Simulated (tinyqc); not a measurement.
Which input was changed? Model: permeation of metal atoms or ions through a thin barrier or dielectric: time lag, field-aided drift and lifetime. Computed by tinyqc, a small Python program. Command: `OMP_NUM_THREADS=1 python tinyqc.py 3026645 3026646 out.jsonl barrier which`. One thread of a shared host (Intel(R) Xeon(R) Processor @ 2.30GHz), about 0.1 s of CPU time with the checks.

The film 0 < x < d is empty at first; C = C0 at x = 0 and C = 0 at x = d. dC/dt = D d2C/dx2 - v dC/dx with drift v = D z e V/(k_B T d) (uniform field, no space charge).

Inputs (values chosen for the exercise, for a model case: singly charged ions through a dielectric): thickness d = 24 nm; prefactor D0 = 5.2e-07 cm^2/s; activation energy E = 0.854 eV; concentration at the source side C0 = 7.1e+14 1/cm^3; charge number z = 1; voltage V (positive drives ions across) = 0.14 V; critical dose Q_c = 6e+09 1/cm^2; test temperature T = 225 C; use temperature T_u = 100 C.

Constants: k_B = 8.617333262e-05 eV/K.

Method:
- D = D0 exp(-E/(k_B T)); time scale d^2/D; Peclet number P = z V/(k_B T), k_B T in eV; 1 nm = 1e-7 cm.
- Temperatures in kelvin are T(C) + 273.15.
- Steady flux J = (D C0/d) P/(1 - exp(-P)); time lag in units of d^2/D: s_L = [P (1 + exp(-P))/(1 - exp(-P)) - 2]/P^2 (P = 0: J = D C0/d, s_L = 1/6).
- Dose through the film Q(s) = C0 d {f (s - s_L) - 2 exp(P/2) sum_(n=1..200) (-1)^n n^2 pi^2 exp(-l_n s)/l_n^2}, l_n = n^2 pi^2 + P^2/4, f = P/(1 - exp(-P)) the relative flux.
- Solve Q = Q_c for s. At the use temperature D and P take T_u, with the same C0 and V; 1 year = 3.15576e7 s.

Task: One of these inputs alone was changed, within the range given: thickness d (12 to 48); activation energy E (0.5 to 1.708); concentration at the source side C0 (3.55e+14 to 1.42e+15); voltage V (positive drives ions across) (0.07 to 0.28). Which one, and to what value?

Results:
```
run     steady flux J (1/(cm^2 s))  failure time at T_u (years)  failure time at T (s)
before                     1195402                    0.1114947               5710.698
after                      1385973                    0.0943106               4843.474
```

Result:

Each candidate set to reproduce steady flux J, and what it then gives:
```
candidate                                           range searched  value needed  failure time at T_u (years)  failure time at T (s)
thickness d (nm)                                          12 to 48         20.70                     0.094311                 4843.5
activation energy E (eV)                              0.5 to 1.708        0.8477                     0.091515                 4925.5
concentration at the source side C0 (1/cm^3)  3.55e+14 to 1.42e+15      8.232e14                     0.098313                 5020.6
voltage V (positive drives ions across) (V)           0.07 to 0.28        0.1652                     0.096371                 4987.2
```

Only thickness d fits every result: it went from 24 to 20.7 nm. The next best candidate, activation energy E, misses one result by 3.0 %.

Caution: grain boundaries, pinholes, trapping and space charge are left out; thin real barriers usually fail at defects.
